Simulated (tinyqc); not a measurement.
Gated two-dimensional channel with two bands, quantum capacitance: two steps of the calculation.

phi is the Fermi level above the lowest band edge, in volts; Vg is counted from the gate voltage at which an empty channel would have phi = 0. The channel has no thickness; trap charge is -q Dit phi.

Inputs (values chosen for the exercise); lowest band close to that of a thin InAs body: temperature T = 300 K; relative permittivity of the gate insulator (close to zirconium oxide) eox = 25.3; insulator thickness tox = 3.9 nm; in-plane mass md = 0.034 m0; valley degeneracy gv = 1; in-plane mass of a second band, chosen freely m2 = 0.054 m0; valley degeneracy of that band, chosen freely g2 = 6; second band edge above the first E2 = 0.27 eV; density of traps Dit = 0 cm^-2 eV^-1; gate voltage Vg = 0.89 V.

Constants: q = 1.602176634e-19 C, kB = 1.380649e-23 J/K, hbar = 1.054571817e-34 J s, m0 = 9.1093837015e-31 kg, Vt = kB T/q, eps0 = 8.8541878128e-14 F/cm where lengths are in cm. Results are converted to the units shown.

Task 1. Gate capacitance. Cox = eps0 eox/tox.

Wanted: Cox.

Result 1.

Cox = 5.7439 uF/cm^2

Task 2. New phi. D1 = gv md m0 q/(pi hbar^2), D2 = g2 m2 m0 q/(pi hbar^2) per eV; n1 = D1 Vt ln(1 + exp(phi/Vt)), n2 = D2 Vt ln(1 + exp((phi - E2)/Vt)), n = n1 + n2; Cq = q dn/dphi = q [D1/(1 + exp(-phi/Vt)) + D2/(1 + exp((E2 - phi)/Vt))]. Newton: f = phi + q (n + Dit phi)/Cox - Vg, phi(new) = phi - f/(1 + (Cq + q Dit)/Cox).

phi after iteration 1 = 0.71442051 V
Cox = 5.7438706 uF/cm^2

Wanted: n1; n2; Cq; f; phi after iteration 2.

Result 2.

n1 = 1.0147e13 cm^-2
n2 = 6.0150e13 cm^-2
Cq = 23.960 uF/cm^2
f = 1.7853 V
phi after iteration 2 = 0.36921 V

Numbers from tinyqc (`OMP_NUM_THREADS=1 python tinyqc.py 2200105 2200106 out.jsonl`; about 0.01 s on one thread of a shared Intel Xeon 2.30GHz).
